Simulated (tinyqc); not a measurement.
Energy relaxation with and without hot phonons: decay of LO phonons and the hot-phonon bottleneck in the cooling of electrons. Computed by tinyqc, a small Python program. Command: `OMP_NUM_THREADS=1 python tinyqc.py 3000043 3000044 out.jsonl hotphonon walk`. One thread of a shared host (Intel(R) Xeon(R) Processor @ 2.30GHz), about 0.01 s of CPU time with the checks.

n(E, T) = 1/(exp(E/(k_B T)) - 1) is the Bose occupation. Electrons have a temperature T_e; the LO modes within their reach share one occupation N; the decay products stay at the lattice temperature.

Inputs (values chosen for the exercise, modelled on gallium arsenide):
```
quantity                                             value    unit
LO energy hbar omega                                  35.8     meV
lifetime at T = 0, tau_0                               7.8      ps
lattice temperature T                                  150       K
electron mass m*                                    0.0652     m_0
eps_inf                                               10.7       -
static dielectric constant eps_s                      12.9       -
electron density n                                 1.1e+19  1/cm^3
density of LO modes that the electrons reach, N_m  1.9e+19  1/cm^3
```

Decay channel: two equal phonons (Klemens).

Constants: k_B = 8.617333262e-05 eV/K; c = 299792458 m/s; e^2/(4 pi eps_0) = 14.39964548 eV angstrom; hbar^2/(2 m_0) = 3.80998212 eV angstrom^2; hbar = 6.582119569e-16 eV s; e = 1.602176634e-19 C; k_B = 1.380649e-23 J/K.

Method:
- Decay rate 1/tau = (1/tau_0) [1 + 2 n(hbar omega/2)].
- Full width Gamma = 1/(2 pi c tau) in 1/cm, c in cm/s.
- Froehlich coupling alpha = (e^2/(4 pi eps_0)) (1/eps_inf - 1/eps_s) k_0/(2 hbar omega), k_0 = sqrt(m* hbar omega/(hbar^2/(2 m_0))); emission time tau_sp = hbar/(2 alpha hbar omega); bottleneck ratio r = (n/N_m) tau/tau_sp.
- Net emission per electron: [(N + 1) x - N]/tau_sp with x = exp(-hbar omega/(k_B T_e)), a simple two-level balance; steady state of the modes: n [(N + 1) x - N]/tau_sp = N_m (N - N_0)/tau; power per electron P = hbar omega [(N + 1) x - N]/tau_sp.
- P(T_e) = (hbar omega/tau_sp) [(N_0 + 1) x - N_0]/[1 + r (1 - x)], and r = 0 without hot phonons; energy relaxation time tau_E = (3/2) k_B (T_e - T)/P.

emission time tau_sp = 115.867 fs

equilibrium LO occupation N_0 = 0.0668787

bottleneck ratio r = 23.3657

phonon lifetime tau = 4.67628 ps

Cooling:
```
T_e (K)  P, cold phonons (nW)  P, hot phonons (nW)   ratio  tau_E (ps)        N
180                    1.9421             0.088110  22.042      7.0513  0.10847
230                    5.3648              0.26135  20.528      6.3394  0.19024
300                    9.9124              0.53536  18.516      5.8026  0.31957
450                    17.669               1.1714  15.084      5.3038  0.61979
650                    24.562               2.0409  12.035      5.0736   1.0302
950                    30.795               3.3196  9.2768      4.9909   1.6337
1450                   36.346               5.3286  6.8209      5.0525   2.5820
2150                   40.223               7.8784  5.1055      5.2573   3.7855
```

Reabsorption cuts the loss by a factor 22.0 at the lowest T_e and 5.11 at the highest; the factor is 1 + r (1 - x) with r = 23.4. tau_E runs from 7.1 to 5.3 ps, with its shortest value, 5.0 ps, at T_e = 950 K, against tau_sp = 120 fs and a phonon lifetime of 4.7 ps. For r (1 - x) much above 1 the loss tends to hbar omega (N_m/n)(n(hbar omega, T_e) - N_0)/tau, in which tau_sp no longer appears. In the coldest rows the electrons are degenerate, so (3/2) k_B (T_e - T) overstates their excess energy. Pauli blocking is left out, as are upper valleys and non-parabolic bands, which can matter above about 1000 K.

Extremes, crossings and ranges named in words are read from the listed rows.
